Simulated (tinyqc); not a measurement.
Froehlich polaron in a polar crystal: one step, computed by the program tinyqc. Command: `OMP_NUM_THREADS=1 python tinyqc.py 3012612 3012613 out.jsonl frohlich walk`. One thread of a shared host (Intel(R) Xeon(R) Processor @ 2.30GHz), about 0.04 s of CPU time with the checks.

One electron in a parabolic band of mass m*, coupled to dispersionless LO phonons in the continuum model. Energies are in units of hbar omega unless marked, wave numbers in k_0 = sqrt(2 m* omega/hbar).

Task: Second-order perturbation theory. At T = 0 and k < k_0: E(k) = (k/k_0)^2 - alpha arcsin(k/k_0)/(k/k_0); so E(0) = -alpha, 1/m_p = (1 - alpha/6)/m*, and the mean number of phonons in the cloud at k = 0 is alpha/2. The Lee-Low-Pines variational state gives the same E(0) and m_p = m* (1 + alpha/6).

Inputs (values chosen for the exercise, for a model crystal): LO phonon energy hbar omega = 67.8 meV; electron wave number k/k_0 = 0.13.

coupling constant alpha = 1.978052

Give: energy shift at k = 0; E(k); m*/m_p, second order; m_p/m*, Lee-Low-Pines; phonons in the cloud.

Result:

energy shift at k = 0 = -134.1 meV

E(k) = -1.967 hbar omega

m*/m_p, second order = 0.6703

m_p/m*, Lee-Low-Pines = 1.330

phonons in the cloud = 0.9890
